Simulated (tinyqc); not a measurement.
Undoped symmetric double-gate MOSFET, analytic potential model: one step of the calculation.

An undoped body of thickness ts between two equal insulators and tied gates; long channel, electrons only, n = ni exp((psi - V)/Vt) with V the quasi-Fermi potential (0 at the source, Vd at the drain), constant mobility, no quantisation. Across the body psi(x) = V - 2 Vt ln[(ts/(2 beta)) sqrt(q ni/(2 eps0 eps_r Vt)) cos(2 beta x/ts)], x from the centre. Q is the electron charge per area of the whole body.

Task. beta at the source by Newton steps. With V = 0: f = ln(beta) - ln(cos beta) + 2 r beta tan(beta) - (Vg - V0)/(2 Vt); f' = 1/beta + tan(beta) + 2 r [tan(beta) + beta/cos^2(beta)]; beta(new) = beta - f/f'.

Inputs (values chosen for the exercise): temperature T = 300 K; gate voltage Vg = 0.56 V.

Constants: q = 1.602176634e-19 C, kB = 1.380649e-23 J/K, Vt = kB T/q. Results are converted to the units shown.

beta after iteration 1 = 0.87628566
r = 0.24452703
V0 = 0.57290097 V

Give: f; f'; beta after iteration 2.

Result.

f = 1.0782
f' = 3.9751
beta after iteration 2 = 0.60504

Computed by the program tinyqc: `OMP_NUM_THREADS=1 python tinyqc.py 2440105 2440106 out.jsonl`, one thread of a shared Intel Xeon 2.30GHz, about 0.02 s for the whole run.
